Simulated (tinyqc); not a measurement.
Deal-Grove kinetics of thermal oxidation of silicon: one step, computed by the program tinyqc. Command: `OMP_NUM_THREADS=1 python tinyqc.py 3026093 3026094 out.jsonl oxide walk`. One thread of a shared host (Intel(R) Xeon(R) Processor @ 2.30GHz), about 0.06 s of CPU time with the checks.

Oxidant diffuses through the oxide and reacts at the interface, so that dx/dt = B/(A + 2x) for the oxide thickness x.

Task: Thickness after the oxidation. tau = (x_i^2 + A x_i)/B and x = (A/2) [sqrt(1 + 4 B (t + tau)/A^2) - 1], the root of x^2 + A x = B (t + tau). Silicon consumed is 0.44 times the oxide grown; the rate is B/(A + 2x).

Inputs (values chosen for the exercise, close to those used for silicon): temperature T = 1000 C; initial oxide x_i = 0.1 um; time t = 1.1 h.

Ambient: dry oxygen. Surface: (111).

length A = 0.1200342 um

parabolic constant B = 0.01947126 um^2/h

Give: tau; oxide thickness x; silicon consumed; final growth rate.

Result:

tau = 1.130 h

oxide thickness x = 0.1568 um

silicon consumed = 0.02501 um

final growth rate = 0.04490 um/h

2x/A = 2.61: reaction and diffusion both resist, diffusion with a share 2x/(A + 2x) = 0.72.
